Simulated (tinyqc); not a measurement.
Pair of shallow donors (hydrogen-like orbitals): one step. Two electrons and exchange. Five cases, with inputs chosen for the exercise.

Task: Give C, X, Q, A and J.

Each donor has the orbital exp(-r/a); energy unit Ha* = q/(eps a), q = e^2/(4 pi eps0), so that a lone donor is bound by Ha*/2; x = R/a. One electron: S = (1 + x + x^2/3) exp(-x), j = 1/x - (1 + 1/x) exp(-2x), k = (1 + x) exp(-x); levels E(+/-) = -1/2 - (j +/- k)/(1 +/- S) in Ha*, without the repulsion of the ions, split by D = |E(-) - E(+)|. In six valleys the overlaps S and k are multiplied by v = [cos(K Rx) + cos(K Ry) + cos(K Rz)]/3, K = k0 (2 pi/a_lat), for isotropic envelopes and the symmetric valley state.

Two electrons, Heitler-London: with S' = (1 - x + x^2/3) exp(x), C = 1/x - exp(-2x)(1/x + 11/8 + 3x/4 + x^2/6), X = (1/5){exp(-2x)(25/8 - 23x/4 - 3x^2 - x^3/3) + (6/x)[S^2 (0.5772157 + ln x) + S'^2 Ei(-4x) - 2 S S' Ei(-2x)]}, Q = C - 2j + 1/x and A = X - 2 S k + S^2/x, the singlet and triplet lie at (Q +/- w A)/(1 +/- w S^2) from two lone donors, with the valley weight w = v^2; the exchange is J = triplet - singlet.

Case 1.

Ha* = 69.40257 meV
x = 5.968132
v = 0.879141

Case 2.

Ha* = 66.96264 meV
x = 4.242969
v = 0.729127

Case 3.

Ha* = 71.75426 meV
x = 5.788595
v = 0.173240

Case 4.

Ha* = 72.81742 meV
x = 5.743439
v = -0.235373

Case 5.

Ha* = 73.86706 meV
x = 3.892249
v = -0.182531

Give: C, X, Q, A; J.

Result:

Case 1.

C, X, Q, A (Ha*): [0.1675, 0.0008553, -6.300e-05, -0.0004747]

J = 50.9 micro-eV

A swap of the two spins takes pi hbar/J = 0.0406 ns (hbar = 6.58212e-16 eV s). Against the one-electron splitting D = 1.19 meV, J/D = 0.043: exchange needs both electrons to tunnel and falls as exp(-2x), D as exp(-x).

Case 2.

C, X, Q, A (Ha*): [0.2341, 0.01113, -0.001098, -0.007056]

J = 500 micro-eV

A swap of the two spins takes pi hbar/J = 0.00413 ns (hbar = 6.58212e-16 eV s). Against the one-electron splitting D = 3.69 meV, J/D = 0.14: exchange needs both electrons to tunnel and falls as exp(-2x), D as exp(-x).

Case 3.

C, X, Q, A (Ha*): [0.1726, 0.001129, -8.560e-05, -0.0006354]

J = 2.74 micro-eV

A swap of the two spins takes pi hbar/J = 0.756 ns (hbar = 6.58212e-16 eV s). Against the one-electron splitting D = 0.281 meV, J/D = 0.0097: exchange needs both electrons to tunnel and falls as exp(-2x), D as exp(-x).

Case 4.

C, X, Q, A (Ha*): [0.1740, 0.001210, -9.244e-05, -0.0006835]

J = 5.51 micro-eV

A swap of the two spins takes pi hbar/J = 0.375 ns (hbar = 6.58212e-16 eV s). Against the one-electron splitting D = 0.401 meV, J/D = 0.014: exchange needs both electrons to tunnel and falls as exp(-2x), D as exp(-x).

Case 5.

C, X, Q, A (Ha*): [0.2540, 0.01813, -0.001898, -0.01178]

J = 57.6 micro-eV

A swap of the two spins takes pi hbar/J = 0.0359 ns (hbar = 6.58212e-16 eV s). Against the one-electron splitting D = 1.29 meV, J/D = 0.045: exchange needs both electrons to tunnel and falls as exp(-2x), D as exp(-x).

Computed by tinyqc, one run a case: `OMP_NUM_THREADS=1 python tinyqc.py N N+1 out.jsonl` with N = 1282158, 1282194, 1282358, 1282409, 1282495; one thread of a shared Intel(R) Xeon(R) Processor @ 2.30GHz, about 0.01 s a run at most.
